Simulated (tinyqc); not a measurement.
# Capacitances against the line height

Endless row of lines of width wl, height tl and space sl between grounded planes at distance hd; e2 fills the gaps beside the lines, e1 the rest. Laplace's equation is solved on meshes of 3, 6 and 12 steps per unit u and extrapolated (Aitken), which is good to about 0.2 %. C_even (all lines at 1 V) is the capacitance Cg to the planes; C_odd (neighbours in antiphase) = Cg + 4 Cc if only nearest neighbours couple, which defines Cc; total with quiet neighbours Cg + 2 Cc. Plate values 2 eps0 e1 wl/hd and eps0 e2 tl/sl.

Inputs (values chosen for the exercise):
- e1 = 2.7 (relative permittivity above and below the lines)
- e2 = 2 (relative permittivity between the lines)
- wl = 6 u (line width, in units u)
- sl = 8 u (space between lines)
- hd = 8 u (distance to each plane)

Constants: eps0 = 8.8541878128e-12 F/m. Results are converted to the units shown.

The same in every row: plate Cg (aF/um) = 35.9.

Result of one run:

| tl (u) | Cg (aF/um) | Cc (aF/um) | Cg + 2 Cc (aF/um) | C_odd (aF/um) | plate Cc (aF/um) | share of coupling, 2 Cc/(Cg + 2 Cc) (%) |
|---|---|---|---|---|---|---|
| 8 | 74.7 | 22.9 | 120 | 166 | 17.7 | 38.0 |

What becomes of these results when the line height tl is changed from 8 to 4 u, all else the same?

Result of the changed run:

| tl (u) | Cg (aF/um) | Cc (aF/um) | Cg + 2 Cc (aF/um) | C_odd (aF/um) | plate Cc (aF/um) | share of coupling, 2 Cc/(Cg + 2 Cc) (%) |
|---|---|---|---|---|---|---|
| 4 | 73.4 | 14.3 | 102 | 131 | 8.85 | 28.1 |

The whole series:

| tl (u) | Cg (aF/um) | Cc (aF/um) | Cg + 2 Cc (aF/um) | C_odd (aF/um) | plate Cc (aF/um) | share of coupling, 2 Cc/(Cg + 2 Cc) (%) |
|---|---|---|---|---|---|---|
| 2 | 71.5 | 10.2 | 91.9 | 112 | 4.43 | 22.3 |
| 4 | 73.4 | 14.3 | 102 | 131 | 8.85 | 28.1 |
| 6 | 74.3 | 18.6 | 111 | 149 | 13.3 | 33.3 |
| 8 | 74.7 | 22.9 | 120 | 166 | 17.7 | 38.0 |
| 12 | 74.9 | 31.7 | 138 | 202 | 26.6 | 45.8 |
| 16 | 75.0 | 40.5 | 156 | 237 | 35.4 | 51.9 |

As tl goes from 2 to 16, Cg rises from 71.5 to 75.0 aF/um, Cc rises from 10.2 to 40.5 aF/um and the share of coupling rises from 22.3 to 51.9 %. Cg is 1.99 times its plate value in the first row and 2.09 times in the last; for Cc the ratios are 2.31 and 1.14. Neighbours in antiphase raise the load by a factor of 1.22 and 1.52 over quiet ones.

tinyqc, about 1 s, one thread, Intel Xeon 2.30GHz (shared host): `OMP_NUM_THREADS=1 python tinyqc.py 2790115 2790116 out.jsonl`
